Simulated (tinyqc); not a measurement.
Via and link resistance from two via chains.

Question. A chain of 2000 vias joined by 2000 metal links has R = 2000 (Rv + Rlink), with Rlink proportional to the link length. Find Rv, Rlink for length L, and the value of Rv that the short chain would give if the links were ignored.

resistance of chains of 2000 links with link lengths L and 3 L (ohm): 50800  56400

Answer. R per link is a straight line in the link length; its intercept at zero length is Rv.

Rv = 24.0 ohm
Rlink = 1.40 ohm
Rv without correction = 25.4 ohm

Computed by the program tinyqc: `OMP_NUM_THREADS=1 python tinyqc.py 2750204 2750205 out.jsonl`, one thread of a shared Intel Xeon 2.30GHz, about 0.01 s for the whole run.
